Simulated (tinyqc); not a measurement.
# Undoped symmetric double-gate MOSFET, analytic potential model: several studies

An undoped body of thickness ts between two equal insulators and tied gates; long channel, electrons only, n = ni exp((psi - V)/Vt) with V the quasi-Fermi potential (0 at the source, Vd at the drain), constant mobility, no quantisation. Across the body psi(x) = V - 2 Vt ln[(ts/(2 beta)) sqrt(q ni/(2 eps0 eps_r Vt)) cos(2 beta x/ts)], x from the centre. Q is the electron charge per area of the whole body.

Parameters, values chosen for the exercise; material values close to those of silicon: temperature T = 300 K; band gap Eg = 1.1 eV; relative permittivity of the semiconductor eps_r = 11.8; conduction-band density of states at T Nc = 2.84e19 cm^-3; valence-band density of states at T Nv = 2.68e19 cm^-3; relative permittivity of the gate insulator eox = 7.75; insulator thickness tox = 3.3 nm; body thickness ts = 12 nm; gate work function less that of the intrinsic body dphi = 0.24 V; channel mobility mu = 160 cm^2/(V s); gate length L = 0.2 um; drain voltage Vd = 1 V.

Constants: q = 1.602176634e-19 C, kB = 1.380649e-23 J/K, Vt = kB T/q, eps0 = 8.8541878128e-14 F/cm where lengths are in cm. Results are converted to the units shown.

Each table varies one quantity; the others keep the values above.

## Effect of the gate work function less that of the intrinsic body

ni = sqrt(Nc Nv) exp(-Eg/(2 Vt)), Eg in volts; r = eps_r tox/(eox ts); V0 = dphi + 2 Vt ln[(2/ts) sqrt(2 eps0 eps_r Vt/(q ni))]. beta (between 0 and pi/2) solves (Vg - V0 - V)/(2 Vt) = ln(beta) - ln(cos beta) + 2 r beta tan(beta). Q = 8 eps0 eps_r Vt beta tan(beta)/ts; I = mu (1/L)(4 eps0 eps_r/ts)(2 Vt)^2 [g(beta_s) - g(beta_d)] per width, g = beta tan(beta) - beta^2/2 + r beta^2 tan^2(beta), with beta_s at V = 0 and beta_d at V = Vd.  I(low) is taken at Vg = 0.45 V, Qs and I(high) at Vg = 1.2 V.

Effect of the gate work function less that of the intrinsic body:
```
dphi (V)  V0 (V)  I(low) (nA/um)  Qs(high) (nC/cm^2)  I(high) (uA/um)
0.09      0.5525           69.03                2157            528.9
0.14      0.6025           10.16                1969            446.4
0.19      0.6525           1.473                1782            371.4
0.24      0.7025          0.2130                1597            303.9
0.29      0.7525         0.03080                1414            243.7
0.34      0.8025        0.004452                1235            190.7
0.39      0.8525        6.435e-4                1059            144.8
```

Read the table: what changes, and by how much?

As dphi goes from 0.09 to 0.39 V, I(low) falls from 69.0 to 6.44e-4 nA/um and I(high) falls from 529 to 145 uA/um. V0 rises from 0.553 to 0.853 V. In every row the surface density at the source at the higher gate voltage passes 0.3 Nc, where Boltzmann statistics fail. For dphi = 0.09 to 0.34 V mu V/L at the higher gate voltage, with V the smaller of Vd and Vg - V0, passes 3e6 cm/s, so velocity saturation would lower the current.

## Transfer curve and volume inversion

Q = 8 eps0 eps_r Vt beta tan(beta)/ts; I = mu (1/L)(4 eps0 eps_r/ts)(2 Vt)^2 [g(beta_s) - g(beta_d)] per width, g = beta tan(beta) - beta^2/2 + r beta^2 tan^2(beta), with beta_s at V = 0 and beta_d at V = Vd. The drop is psi(surface) - psi(centre) at the source end; C = dQs/dVg, Cg = 2 eps0 eox/tox; gm = dI/dVg.

Transfer curve and volume inversion:
```
Vg (V)  Qs (nC/cm^2)  drop (mV)       C/Cg  I (uA/um)  gm/I (1/V)
0.4        0.0014890  2.1378e-4  1.3849e-5  3.0795e-5      38.681
0.51         0.10477   0.015040  9.7316e-4  0.0021683      38.655
0.62          6.7701    0.96591   0.057895    0.14616      37.055
0.74          137.44     17.473    0.48070     5.2554      20.922
0.85          412.20     42.625    0.69084     28.746      11.471
0.96          753.40     63.736    0.79020     79.702      7.5621
1.08          1163.8     81.600    0.84896     171.50      5.4290
1.19          1560.1     94.567    0.88134     291.24      4.2855
1.3           1968.6     105.26    0.90292     446.43      3.5276
```

The current rises from 3.08e-5 to 446 uA/um. In the first row gm/I is 38.7 1/V, within 0.01 % of 1/Vt: with no depletion charge the whole body follows the gate, and the swing is ideal. The drop between surface and centre goes from 2.1e-4 to 105 mV and passes Vt at Vg = 0.85 V among the rows; below that the density varies across the body by less than a factor of e (volume inversion). C reaches 0.90 of Cg in the last row. For Vg = 0.96 to 1.3 V the surface density at the source passes 0.3 Nc, where Boltzmann statistics fail. For Vg = 1.08 to 1.3 V mu V/L, with V the smaller of Vd and Vg - V0, passes 3e6 cm/s, so velocity saturation would lower the current.

## Output curve

Same model as above.

In this table Vg = 1 V.

Output curve:
```
Vd (V)  Qd (nC/cm^2)      Qd/Qs  I (uA/um)
0.06          688.23    0.77603     37.765
0.11          530.91    0.59864     62.119
0.16          383.73    0.43268     80.373
0.22          226.03    0.25486     94.909
0.27          118.07    0.13313     101.70
0.32          43.229   0.048743     104.80
0.38          6.7701  0.0076337     105.79
0.43          1.0540  0.0011884     105.91
0.48         0.15415  1.7382e-4     105.93
```

What does the comparison show?

The current rises from 37.8 to 106 uA/um, while the charge at the drain end falls from 0.78 to 1.7e-4 of that at the source. The current first comes within 1 % of its last value at Vd = 0.38 V among the rows. Over the last rows Qd falls by a factor of e for each Vt of drain voltage: the drain end is in weak inversion. In every row the surface density at the source passes 0.3 Nc, where Boltzmann statistics fail.

Numbers from tinyqc (`OMP_NUM_THREADS=1 python tinyqc.py 2440061 2440062 out.jsonl`; about 0.01 s on one thread of a shared Intel Xeon 2.30GHz).
